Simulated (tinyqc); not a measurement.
# Planar ballistic transistor, top-of-the-barrier model: what changes with what

At the top of the source barrier, states moving towards the drain are filled by the source (Fermi level 0) and states moving back by the drain (Fermi level -q Vd); nothing scatters. U is the shift of the band edge there, set by the capacitances CG, CD and CS (the total) and by the charge. Parabolic two-dimensional band; the source is grounded.

Inputs (values chosen for the exercise); mass and valleys close to those of germanium:
- T = 300 K (temperature)
- m = 0.118 m0 (effective mass)
- gv = 4 (valley degeneracy)
- eox = 3.9 (relative permittivity of the gate insulator)
- tox = 1.6 nm (insulator thickness)
- aG = 0.77 (gate control CG/CS)
- aD = 0.058 (drain control CD/CS)
- E0 = 0.26 eV (band edge at the barrier top above the source Fermi level at zero bias)

Constants: q = 1.602176634e-19 C, kB = 1.380649e-23 J/K, hbar = 1.054571817e-34 J s, m0 = 9.1093837015e-31 kg, Vt = kB T/q, eps0 = 8.8541878128e-14 F/cm where lengths are in cm. Results are converted to the units shown.

Each table varies one quantity; the others keep the values above.

## Effect of the effective mass

N0 = gv m kB T/(pi hbar^2), CG = eps0 eox/tox, vT = sqrt(2 kB T/(pi m)), CS = CG/aG, n0 = n at U = 0 and Vd = 0. eta1 = -(E0 + U)/Vt, eta2 = eta1 - Vd/Vt, n = (N0/2)[F_0(eta1) + F_0(eta2)], F_0(x) = ln(1 + exp x). U = UL + q (n - n0)/CS with UL = -(aG Vg + aD Vd), energies in eV. I = q (N0/2) vT [F_(1/2)(eta1) - F_(1/2)(eta2)] per width, F_(1/2)(x) = (2/sqrt(pi)) int_0^infinity u^(1/2)/(1 + exp(u - x)) du. CQ = (q/Vt) dn/d(eta1). E0 is held fixed.

In this table Vg = 0.6 V, Vd = 0.6 V.

Results:
```
m (m0)	eta1	n (cm^-2)	I (uA/um)	mean velocity I/(q n) (cm/s)	CQ/CS
0.02	4.681	2.026e12	2124	6.545e7	0.9464
0.032	3.607	2.511e12	1891	4.699e7	1.488
0.05	2.656	2.942e12	1612	3.420e7	2.231
0.08	1.776	3.339e12	1320	2.467e7	3.267
0.13	1.001	3.690e12	1059	1.791e7	4.540
0.32	-0.1722	4.221e12	701.9	1.038e7	6.985
0.5	-0.6739	4.448e12	575.5	8.074e6	8.062
0.8	-1.169	4.673e12	468.4	6.256e6	9.053
```

Estimate the missing row, m = 0.2 m0.

Computed row:
```
m (m0)	eta1	n (cm^-2)	I (uA/um)	mean velocity I/(q n) (cm/s)	CQ/CS
0.2	0.4060	3.959e12	868.6	1.369e7	5.732
```

With this row back in the table: As m goes from 0.02 to 0.8 m0, n rises from 2.03e12 to 4.67e12 cm^-2, the mean velocity falls from 6.54e7 to 6.26e6 cm/s and the current falls from 2120 to 468 uA/um. CQ/CS goes from 0.95 to 9.1. The loss of velocity outweighs the gain of charge over the whole range.

## Output curve

Same model as above.

CQ = (q/Vt) dn/d(eta1).

In this table Vg = 0.6 V.

Results:
```
Vd (V)	eta1	n (cm^-2)	I (uA/um)	mean velocity I/(q n) (cm/s)	CQ/CS
0.01	0.15978	3.4719e12	146.69	2.6370e6	5.5414
0.025	0.36755	3.3932e12	350.41	6.4456e6	5.3272
0.05	0.62776	3.3009e12	624.13	1.1801e7	4.8750
0.1	0.87375	3.2403e12	895.57	1.7250e7	4.2445
0.15	0.94233	3.2601e12	965.34	1.8482e7	4.0983
0.2	0.97174	3.2975e12	988.51	1.8711e7	4.0947
0.3	1.0169	3.3785e12	1018.8	1.8821e7	4.1385
0.4	1.0604	3.4603e12	1047.9	1.8900e7	4.1857
0.8	1.2305	3.7893e12	1166.7	1.9217e7	4.3612
```

Estimate the missing row, Vd = 0.6 V.

Computed row:
```
Vd (V)	eta1	n (cm^-2)	I (uA/um)	mean velocity I/(q n) (cm/s)	CQ/CS
0.6	1.1461	3.6245e12	1106.7	1.9058e7	4.2761
```

With this row back in the table: The current rises from 147 to 1170 uA/um; n goes from 3.47e12 through a minimum of 3.24e12 (at Vd = 0.1 V among the rows listed) to 3.79e12 cm^-2 and eta1 rises from 0.160 to 1.23. The resistance in the first row is 68.2 ohm um, though nothing scatters in the channel. The current passes 90 % of its last value at Vd = 0.6 V among the rows, where eta2 = -22; returning states are gone from Vd = 0.3 V on (eta2 < -7), and from there the drain control aD lifts eta1 from 1.02 to 1.23.

## Effect of the insulator thickness

Same model as above.

CQ = (q/Vt) dn/d(eta1). E0 is held fixed.

In this table Vg = 0.6 V, Vd = 0.6 V.

Result of one run:
```
tox (nm)	eta1	n (cm^-2)	I (uA/um)	mean velocity I/(q n) (cm/s)	CQ/CS
1.6	1.146	3.624e12	1107	1.906e7	4.276
```

What becomes of these results when the insulator thickness tox is changed from 1.6 to 5.4 nm, all else the same?

Result of the changed run:
```
tox (nm)	eta1	n (cm^-2)	I (uA/um)	mean velocity I/(q n) (cm/s)	CQ/CS
5.4	-0.4228	1.284e12	346.5	1.684e7	7.529
```

The whole series:
```
tox (nm)	eta1	n (cm^-2)	I (uA/um)	mean velocity I/(q n) (cm/s)	CQ/CS
0.5	3.294	8.489e12	3229	2.374e7	1.698
0.74	2.482	6.530e12	2288	2.187e7	2.405
1.1	1.752	4.873e12	1582	2.026e7	3.302
1.6	1.146	3.624e12	1107	1.906e7	4.276
2.4	0.5674	2.591e12	750.0	1.807e7	5.394
3.6	0.05017	1.831e12	509.1	1.735e7	6.499
5.4	-0.4228	1.284e12	346.5	1.684e7	7.529
8	-0.8516	9.058e11	239.3	1.649e7	8.428
```

As tox goes from 0.5 to 8 nm, n falls from 8.49e12 to 9.06e11 cm^-2, the mean velocity falls from 2.37e7 to 1.65e7 cm/s and the current falls from 3230 to 239 uA/um. CQ/CS goes from 1.7 to 8.4. Over the range the current goes as tox^(-0.94) on average. For tox = 0.5 to 0.74 nm the insulator is under 1 nm thick, where gate tunnelling would matter.

Program tinyqc, `OMP_NUM_THREADS=1 python tinyqc.py 2400064 2400065 out.jsonl`; Intel Xeon 2.30GHz, shared host, one thread, about 0.01 s.
